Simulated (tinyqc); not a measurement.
Read current of a NAND string, cells in series solved by shooting: one step of the calculation.

Cells in series, numbered from 0 at the source line (0 V) to the bit line, each followed by a gap resistance Rg. A cell with gate Vg, threshold VT, source Vs and drain Vd passes I = 2 nf K Vt^2 [F(Vs) - F(Vd)]/(1 + th max(Vg - VT, 0)), F(V) = ln^2(1 + exp((Vg - VT - nf V)/(2 nf Vt))). The selected cell has Vg = Vr, the others Vg = Vp.

Problem. Node voltages for a trial current. For a trial current I start at 0 V and, cell by cell (the selected one is cell 0), solve for the drain: sqrt(F(Vd)) = sqrt(F(Vs) - I/k), k = 2 nf K Vt^2/(1 + th max(Vg - VT, 0)), Vd = [Vg - VT - 2 nf Vt ln(exp(sqrt F) - 1)]/nf, then add I Rg.

Inputs (values chosen for the exercise); values of the order met in vertical NAND strings: temperature T = 300 K; gain factor of a cell K = 13 uA/V^2; slope factor nf = 2.5; mobility reduction factor th = 0.19 1/V; resistance of the gap between cells Rg = 2 kohm; bit-line voltage Vbl = 0.3 V; pass voltage Vp = 7.9 V; read voltage on the selected word line Vr = 2.31 V.

Constants: q = 1.602176634e-19 C, kB = 1.380649e-23 J/K, Vt = kB T/q. Results are converted to the units shown.

first trial current = 0.76 uA
thresholds from the source end, cell 0 to 4 (V): 1.3  3.8  -0.8  3.8  -0.8

Give: node voltage after each cell and gap, trial 1.

Solution.

node voltage after each cell and gap, trial 1, cell 0 to 4 (V): 0.07776  0.1061  0.1261  0.1553  0.1756

Computed by the program tinyqc: `OMP_NUM_THREADS=1 python tinyqc.py 2142045 2142046 out.jsonl`, one thread of a shared Intel Xeon 2.30GHz, about 0.5 s for the whole run.
